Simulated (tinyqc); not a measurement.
# Schottky diode by thermionic emission with image-force lowering and series resistance: two studies

Metal on an n-type semiconductor with one parabolic valley; V > 0 is forward bias (metal positive). I = I0 [exp(Vj/(n Vt)) - 1] with Vj = V - I Rs; I0 = S A* T^2 exp(-(phi - dphi)/Vt), the lowering dphi taken at zero bias.

Inputs (values chosen for the exercise); band and dielectric values close to those of gallium arsenide: temperature T = 400 K; electron mass me = 0.0668 m0; relative permittivity eps_r = 12.7; barrier height seen from the metal phi = 0.83 eV; donor density Nd = 6.5e15 cm^-3; area S = 0.001 cm^2.

Constants: q = 1.602176634e-19 C, kB = 1.380649e-23 J/K, h = 6.62607015e-34 J s, m0 = 9.1093837015e-31 kg, Vt = kB T/q, eps0 = 8.8541878128e-14 F/cm where lengths are in cm. Results are converted to the units shown.

Each table varies one quantity; the others keep the values above.

## Soft saturation in reverse bias

A* = 4 pi q me m0 kB^2/h^3 (times 1e-4 for A/(cm^2 K^2)); Nc = 2 (2 pi me m0 kB T/h^2)^1.5 (times 1e-6 for cm^-3); xi = Vt ln(Nc/Nd), Vbi = phi - xi; surface field Em = sqrt(2 q Nd (Vbi - V - Vt)/(eps0 eps_r)); dphi = sqrt(q Em/(4 pi eps0 eps_r)). Here dphi follows the bias, J = -A* T^2 exp(-(phi - dphi(V))/Vt) [1 - exp(V/Vt)], without Rs.

Result of one run:
```
V (V)	Em (kV/cm)	dphi (meV)	J (A/cm^2)
-0.2	39.35	21.12	-8.241e-5
```

What becomes of these results when the applied bias V is changed from -0.2 to -1 V, all else the same?

Result of the changed run:
```
V (V)	Em (kV/cm)	dphi (meV)	J (A/cm^2)
-1	55.05	24.98	-9.246e-5
```

The whole series:
```
V (V)	Em (kV/cm)	dphi (meV)	J (A/cm^2)
-0.2	39.35	21.12	-8.241e-5
-0.5	45.87	22.81	-8.680e-5
-1	55.05	24.98	-9.246e-5
-2	69.87	28.15	-1.013e-4
-4	92.67	32.41	-1.147e-4
-7	118.9	36.72	-1.300e-4
-10	140.4	39.89	-1.425e-4
-15	170.2	43.93	-1.602e-4
```

dphi rises from 21.1 to 43.9 meV, as the square root of the field, and |J| grows by a factor of 1.94: the reverse current does not saturate. Tunnelling and generation are left out.

## Effect of the doping on the lowering

Same model as above.

Here V = 0 in Em.

Effect of the doping on the lowering:
```
Nd (cm^-3)	Vbi (V)	Em (kV/cm)	dphi (meV)	I0 (A)
1.1e14	0.52977	3.9403	6.6840	5.4372e-8
2.9e14	0.56318	6.6100	8.6572	5.7576e-8
7.7e14	0.59684	11.108	11.223	6.2025e-8
2e15	0.62974	18.419	14.451	6.8115e-8
5.2e15	0.66268	30.510	18.599	7.6826e-8
1.4e16	0.69682	51.405	24.142	9.0228e-8
3.6e16	0.72937	84.432	30.941	1.0990e-7
9.4e16	0.76246	139.64	39.791	1.4207e-7
```

What does the table show?

dphi rises from 6.68 to 39.8 meV, as Nd^(0.26) (1/4 at fixed Vbi), and I0 grows by a factor of 2.61. Emission limits the current only if the drift velocity at the surface is well above A* T^2/(q Nc) = 1.20e7 cm/s; with a mobility of 8120 cm^2/(V s) it is less than three times that in 1 of the rows, where I0 is overstated.

Program tinyqc, `OMP_NUM_THREADS=1 python tinyqc.py 2640028 2640029 out.jsonl`; Intel Xeon 2.30GHz, shared host, one thread, about 0.01 s.
